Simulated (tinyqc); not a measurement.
Stark shift: stepped quantum well by finite differences.

Finite differences on points z_i at the centres of cells of width h: H_ii = (c/h^2)(1/m_(i-1/2) + 1/m_(i+1/2)) + V_i, H_(i,i+1) = -(c/h^2)/m_(i+1/2), where m_(i+1/2) is the mean of the masses at the two points (the end values are repeated outwards), psi = 0 on the points beyond both ends, c = hbar^2/2m0. The field adds e F (z - z0) with z0 the middle of the structure; 1 kV/cm = 1e-5 eV/angstrom.

Constants: hbar^2/2m0 = 3.80998211 eV angstrom^2.

Parameters, chosen for this exercise (out of a larger set: near those of a non-polar GaN well in AlGaN; not measured data):
```
symbol  value                                                                          unit      meaning
layers  ((30, 0.735, 0.259), (20, 0, 0.192), (30, 0.301, 0.2195), (30, 0.735, 0.259))            each layer: thickness in angstrom, band edge in eV, mass in m0
hf      0.625                                                                          angstrom  cell width of the fine grid
Fs      (0, 66.7, 133, 200, 267, 333, 400)                                             kV/cm     fields
```

Fine grid. Perturbation theory: dE1 = e F z_11 - beta (e F)^2 with beta = sum_j z_1j^2/(E_j - E_1) over the 13 next levels at zero field, z from z0.

Levels against field:
```
F (kV/cm)  E1 (eV)  E2 (eV)  dE1 (meV)  second order (meV)  <z - z0> (angstrom)  E2 - E1 (meV)
0           0.1549   0.4017       0.00                0.00                -12.4          246.8
66.7        0.1465   0.4062      -8.38               -8.38                -12.7          259.6
133         0.1380   0.4100     -16.89              -16.90                -13.0          272.0
200         0.1293   0.4133     -25.64              -25.70                -13.2          284.0
267         0.1204   0.4159     -34.56              -34.68                -13.4          295.5
333         0.1114   0.4177     -43.48              -43.71                -13.6          306.2
400         0.1022   0.4188     -52.68              -53.06                -13.8          316.5
```

z_11 = -12.43 angstrom
beta = 208.5 angstrom^2/eV

What does the comparison show, and why?

The state sits -12.4 angstrom off the middle at zero field, so the shift starts linearly in F. At 400 kV/cm E1 has moved by -52.68 meV, where second order gives -53.06 meV; they differ by 0.7 % there. The electron moves by -1.4 angstrom, against the rise of the potential. E2 - E1 grows with the field; the ends are 246.8 and 316.5 meV.

Program tinyqc; command `OMP_NUM_THREADS=1 python tinyqc.py 1251829 1251830 out.jsonl`; about 0.02 s on one thread of a shared Intel(R) Xeon(R) Processor @ 2.30GHz.
